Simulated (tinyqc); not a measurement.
From results back to parameters: Koster-Slater impurity in an sp3s* host.

Problem. In the Koster-Slater model a defect shifts the s level of its site by Vs and the p levels by Vp; an A1 level solves 1/Vs = G_s(E) and a T2 level 1/Vp = G_p(E), E from the top of the valence band. A defect has an A1 level at E = 0.5649 eV, one of the energies of the table, and a T2 level at 0.1883 eV.

G(E) of the host (1/eV):
```
E (eV)                     G_s                    G_p
0.0000              -0.1420665              0.0157821
0.0941              -0.1634559             -0.0096539
0.1883              -0.1890808             -0.0327997
0.2824              -0.2205936             -0.0563367
0.3766              -0.2606721             -0.0821812
0.4707              -0.3140465             -0.1126789
0.5649              -0.3902472             -0.1518819
0.6590              -0.5142120             -0.2092457
0.7532  -4055143672410.0000000  -641075465957.0000000
```

Find: Vs, Vp.

Solution. Read G_s and G_p at the two energies and invert them. Vs is attractive and pulls its level down from the conduction bands. Vp is attractive and pulls its level down from the conduction bands.

Vs, Vp (eV): -2.6  -30.5

Run: tinyqc, `OMP_NUM_THREADS=1 python tinyqc.py 1480061 1480062 out.jsonl`; Intel(R) Xeon(R) Processor @ 2.30GHz, one thread, shared host; about 0.2 s of CPU time with all checks.
